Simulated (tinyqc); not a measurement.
What each parameter does: parabolic quantum dot in a magnetic field (Fock-Darwin).

Two dimensions, V = m w0^2 r^2/2, one valley. hbar wc = 2 muB B/m, W = sqrt(w0^2 + wc^2/4), E(n, l, s) = (2n + |l| + 1) hbar W - l hbar wc/2 + s gs muB B, n = 0, 1, ..., l = 0, +/-1, ..., s = +/-1/2; length lam = sqrt(2c/(m hbar W)), c = hbar^2/2m0.

Exact treatment: the centre of mass separates with energy W, and the relative motion obeys [-(2c/m) Laplacian + (2c/m) r^2/(2 lam^2)^2 + q/(eps r)] psi = e_l psi for angular number l, solved in 14 Gaussians r^l exp(-a r^2), a = 1.7^i/(4 lam^2), i = -3 to 10. E(S) = W + e_0, E(T) = W + e_1 - wc/2 - Ez.

Constants: muB = 5.788381798e-05 eV/T; hbar^2/2m0 = 3.80998211 eV angstrom^2; e^2/(4 pi eps0) = 14.39964547 eV angstrom.

Inputs chosen for the exercise (near those of a gate-defined dot in Si; the results hold for these values, not for the real material): m = 0.1903 m0 (mass); gs = 1.86 (g factor); w0 = 1.8 meV (confinement energy hbar w0); B = 1.51 T (magnetic field); eps = 11.8 (dielectric constant).

The two modes W +/- wc/2, lam and the exact E(T) - E(S), with q = e^2/(4 pi eps0) and Ez = |gs| muB B.

One parameter was then changed.

Results before and after:

| case | upper mode (meV) | lower mode (meV) | lam (angstrom) | E(T) - E(S) (meV) |
|---|---|---|---|---|
| base | 2.317 | 1.398 | 146.8 | -0.15 |
| changed | 2.098 | 1.544 | 148.3 | 0.08 |

Which of these changes was made? (a) eps = 10; (b) m = 0.2188 m0; (c) B = 0.91 T; (d) gs = 2.79; (e) w0 = 1.44 meV.

Answer: (c) B = 0.91 T. Of the candidates, run in turn, only this one gives the changed row.

All candidates:

| case | upper mode (meV) | lower mode (meV) | lam (angstrom) | E(T) - E(S) (meV) |
|---|---|---|---|---|
| base | 2.317 | 1.398 | 146.8 | -0.15 |
| B = 0.91 T | 2.098 | 1.544 | 148.3 | 0.08 |
| w0 = 1.44 meV | 1.971 | 1.052 | 162.8 | -0.27 |
| m = 0.2188 m0 | 2.243 | 1.444 | 137.4 | -0.12 |
| gs = 2.79 | 2.317 | 1.398 | 146.8 | -0.23 |
| eps = 10 | 2.317 | 1.398 | 146.8 | -0.20 |

Run: tinyqc, `OMP_NUM_THREADS=1 python tinyqc.py 1281578 1281579 out.jsonl`; Intel(R) Xeon(R) Processor @ 2.30GHz, one thread, shared host; about 0.06 s of CPU time with all checks.
